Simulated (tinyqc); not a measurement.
Worked calculation: Hueckel theory of the pi electrons with the omega technique, for the molecule C=CC(=C)C(=C)O (SMILES; centres numbered as the heavy atoms are written). Computed by tinyqc, a small Python program that keeps every step. Settings: charge = 0, omega = 1.0, damping = 0.3. Command: `OMP_NUM_THREADS=1 python tinyqc.py 26605 26606 out.jsonl` (the two numbers bound the seeds that draw the settings). One thread of a shared host (Intel(R) Xeon(R) Processor @ 2.60GHz), about 0.04 s of CPU time with the checks.

## The Hueckel matrix

Centres:
```
centre  z_r, pi electrons of the neutral centre       h
1C                                            1  0.0000
2C                                            1  0.0000
3C                                            1  0.0000
4C                                            1  0.0000
5C                                            1  0.0000
6C                                            1  0.0000
7O                                            2  2.0000
```

Bonds:
```
i  j       k
1  2       1
2  3       1
3  4       1
3  5       1
5  6       1
5  7  0.8000
```

H_rr = alpha + h_r beta, H_rs = k_rs beta for bonded centres.

Hueckel matrix in units of beta (H = alpha + beta A):
```
        1C      2C      3C      4C      5C      6C      7O
1C  0.0000  1.0000  0.0000  0.0000  0.0000  0.0000  0.0000
2C  1.0000  0.0000  1.0000  0.0000  0.0000  0.0000  0.0000
3C  0.0000  1.0000  0.0000  1.0000  1.0000  0.0000  0.0000
4C  0.0000  0.0000  1.0000  0.0000  0.0000  0.0000  0.0000
5C  0.0000  0.0000  1.0000  0.0000  0.0000  1.0000  0.8000
6C  0.0000  0.0000  0.0000  0.0000  1.0000  0.0000  0.0000
7O  0.0000  0.0000  0.0000  0.0000  0.8000  0.0000  2.0000
```

## Orbitals, round 1

pi electrons, sum of z_r less the charge = 8

Diagonalise; E = alpha + x beta with beta < 0, so the largest x are filled first; degenerate levels share their electrons. P = sum n_i c_ri c_si; each orbital has its largest coefficient positive (the first on a tie).

x values: 2.4550  1.7300  0.8728  0.4916  -0.5298  -1.0535  -1.9662

occupations: 2.0000  2.0000  2.0000  2.0000  0.0000  0.0000  0.0000

coefficients:
```
       MO1      MO2      MO3      MO4      MO5      MO6      MO7
1C  0.0579   0.2825   0.5177  -0.3867   0.4677  -0.4839   0.2154
2C  0.1422   0.4887   0.4519  -0.1901  -0.2478   0.5097  -0.4235
3C  0.2912   0.5630  -0.1233   0.2932  -0.3364  -0.0531   0.6173
4C  0.1186   0.3254  -0.1413   0.5965   0.6350   0.0504  -0.3139
5C  0.4541   0.1598  -0.4182  -0.2622  -0.2089  -0.5042  -0.4762
6C  0.1849   0.0924  -0.4792  -0.5334   0.3943   0.4786   0.2422
7O  0.7983  -0.4736   0.2968   0.1391   0.0661   0.1321   0.0961
```

charge and bond-order matrix P:
```
         1C       2C       3C       4C       5C       6C       7O
1C   1.0014   0.9075  -0.0026  -0.4099  -0.0873  -0.0100   0.0247
2C   0.9075   0.9988   0.4102  -0.0026   0.0071  -0.0873  -0.0206
3C  -0.0026   0.4102   1.0059   0.8202   0.3938   0.0171  -0.0601
4C  -0.4099  -0.0026   0.8202   0.9914   0.0171  -0.3969  -0.0369
5C  -0.0873   0.0071   0.3938   0.0171   0.9508   0.8780   0.2523
6C  -0.0100  -0.0873   0.0171  -0.3969   0.8780   1.1137  -0.2251
7O   0.0247  -0.0206  -0.0601  -0.0369   0.2523  -0.2251   1.9379
```

## Omega technique, round 1

h_r = h_r(0) + omega q_r, omega = 1, with q_r = z_r - P_rr; 0.3 of the old diagonal is kept.

matrix after round 1:
```
         1C      2C       3C      4C      5C       6C      7O
1C  -0.0010  1.0000   0.0000  0.0000  0.0000   0.0000  0.0000
2C   1.0000  0.0008   1.0000  0.0000  0.0000   0.0000  0.0000
3C   0.0000  1.0000  -0.0042  1.0000  1.0000   0.0000  0.0000
4C   0.0000  0.0000   1.0000  0.0060  0.0000   0.0000  0.0000
5C   0.0000  0.0000   1.0000  0.0000  0.0345   1.0000  0.8000
6C   0.0000  0.0000   0.0000  0.0000  1.0000  -0.0796  0.0000
7O   0.0000  0.0000   0.0000  0.0000  0.8000   0.0000  2.0435
```

## Orbitals, round 2

As before.

x values: 2.4874  1.7391  0.8655  0.4743  -0.5392  -1.0633  -1.9637

occupations: 2.0000  2.0000  2.0000  2.0000  0.0000  0.0000  0.0000

coefficients:
```
       MO1      MO2      MO3      MO4      MO5      MO6      MO7
1C  0.0538   0.2810   0.5329  -0.3646   0.4798  -0.4736   0.2161
2C  0.1340   0.4889   0.4618  -0.1733  -0.2582   0.5031  -0.4242
3C  0.2793   0.5690  -0.1336   0.2825  -0.3404  -0.0618   0.6172
4C  0.1126   0.3283  -0.1555   0.6034   0.6244   0.0578  -0.3133
5C  0.4494   0.1746  -0.4225  -0.2949  -0.1840  -0.4955  -0.4719
6C  0.1751   0.0960  -0.4471  -0.5325   0.4003   0.5036   0.2505
7O  0.8099  -0.4591   0.2870   0.1504   0.0570   0.1276   0.0942
```

charge and bond-order matrix P:
```
         1C       2C       3C       4C       5C       6C       7O
1C   0.9975   0.9077   0.0014  -0.4090  -0.0888  -0.0154   0.0254
2C   0.9077   1.0006   0.4099  -0.0015   0.0032  -0.0875  -0.0190
3C   0.0014   0.4099   0.9988   0.8189   0.3960   0.0256  -0.0617
4C  -0.4090  -0.0015   0.8189   1.0173  -0.0087  -0.4012  -0.0269
5C  -0.0888   0.0032   0.3960  -0.0087   0.9959   0.8828   0.2363
6C  -0.0154  -0.0875   0.0256  -0.4012   0.8828   1.0467  -0.2213
7O   0.0254  -0.0190  -0.0617  -0.0269   0.2363  -0.2213   1.9432
```

## Omega technique, round 2

As before.

matrix after round 2:
```
        1C       2C       3C       4C      5C       6C      7O
1C  0.0014   1.0000   0.0000   0.0000  0.0000   0.0000  0.0000
2C  1.0000  -0.0001   1.0000   0.0000  0.0000   0.0000  0.0000
3C  0.0000   1.0000  -0.0004   1.0000  1.0000   0.0000  0.0000
4C  0.0000   0.0000   1.0000  -0.0103  0.0000   0.0000  0.0000
5C  0.0000   0.0000   1.0000   0.0000  0.0132   1.0000  0.8000
6C  0.0000   0.0000   0.0000   0.0000  1.0000  -0.0565  0.0000
7O  0.0000   0.0000   0.0000   0.0000  0.8000   0.0000  2.0528
```

## Convergence

Each round sets h_r = h_r(0) + omega (z_r - P_rr), keeping the share named as damping of the old diagonal; repeat until output and input diagonals agree to 1e-6.

Rounds:
```
round  sum n x  largest |h(out) - h(in)|
1      11.0989                  1.14e-01
2      11.1325                  3.29e-02
3      11.1429                  1.67e-02
4      11.1452                  8.40e-03
5      11.1461                  4.68e-03
6      11.1462                  2.73e-03
7      11.1463                  1.55e-03
8      11.1463                  8.87e-04
9      11.1463                  5.06e-04
10     11.1463                  2.89e-04
11     11.1463                  1.65e-04
12     11.1463                  9.44e-05
13     11.1463                  5.39e-05
14     11.1463                  3.08e-05
15     11.1463                  1.76e-05
16     11.1463                  1.01e-05
17     11.1463                  5.75e-06
18     11.1463                  3.29e-06
19     11.1463                  1.88e-06
20     11.1463                  1.07e-06
21     11.1463                  6.14e-07
```

Converged in 21 rounds.

## Energy, charges, bond orders

final x values: 2.4932  1.7404  0.8662  0.4733  -0.5417  -1.0639  -1.9676

occupations: 2.0000  2.0000  2.0000  2.0000  0.0000  0.0000  0.0000

final P:
```
         1C       2C       3C       4C       5C       6C       7O
1C   1.0008   0.9077  -0.0021  -0.4093  -0.0884  -0.0124   0.0251
2C   0.9077   0.9997   0.4100  -0.0004   0.0040  -0.0876  -0.0191
3C  -0.0021   0.4100   1.0037   0.8193   0.3956   0.0221  -0.0611
4C  -0.4093  -0.0004   0.8193   1.0050  -0.0019  -0.4005  -0.0289
5C  -0.0884   0.0040   0.3956  -0.0019   0.9830   0.8823   0.2385
6C  -0.0124  -0.0876   0.0221  -0.4005   0.8823   1.0649  -0.2203
7O   0.0251  -0.0191  -0.0611  -0.0289   0.2385  -0.2203   1.9429
```

E = sum n x; q_r = z_r - P_rr; bond order p = P_rs; free valence = sqrt(3) - sum of p over the bonds of the atom.

pi energy = 8 alpha + this times beta = 11.1463

pi charges: 1C -0.0008, 2C 0.0003, 3C -0.0037, 4C -0.0050, 5C 0.0170, 6C -0.0649, 7O 0.0571

Bond orders and lengths from R = 1.517 - 0.180 p (angstrom, C-C alone):
```
bond       p       R
1-2   0.9077  1.3536
2-3   0.4100  1.4432
3-4   0.8193  1.3695
3-5   0.3956  1.4458
5-6   0.8823  1.3582
5-7   0.2385       -
```

free valence of the carbons: 1C 0.8244, 2C 0.4144, 3C 0.1072, 4C 0.9128, 5C 0.2157, 6C 0.8497

gap between the highest filled and the next level = 1.0150 |beta|
